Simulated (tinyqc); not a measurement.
# Mobility and doping from two currents

Inverse problem. A trap-free film with injecting contacts is fitted, with diffusion neglected, by J = q mu N V/Lf + (9/8) eps0 eps_r mu V^2/Lf^3. Find mu, N and the voltage at which both terms are equal.

Inputs (values chosen for the exercise): relative permittivity eps_r = 16.3; film thickness Lf = 360 nm.

Constants: q = 1.602176634e-19 C, eps0 = 8.8541878128e-14 F/cm where lengths are in cm. Results are converted to the units shown.

J at 2.2 and 15 V (A/cm^2): [612.25326, 8517.5152]

Solution. J/V is a straight line in V: the slope gives mu and the intercept mu N.

mu = 0.650 cm^2/(V s)
N = 7.90e16 cm^-3
crossover voltage = 10.1 V

tinyqc, about 3 s, one thread, Intel Xeon 2.30GHz (shared host): `OMP_NUM_THREADS=1 python tinyqc.py 2730143 2730144 out.jsonl`
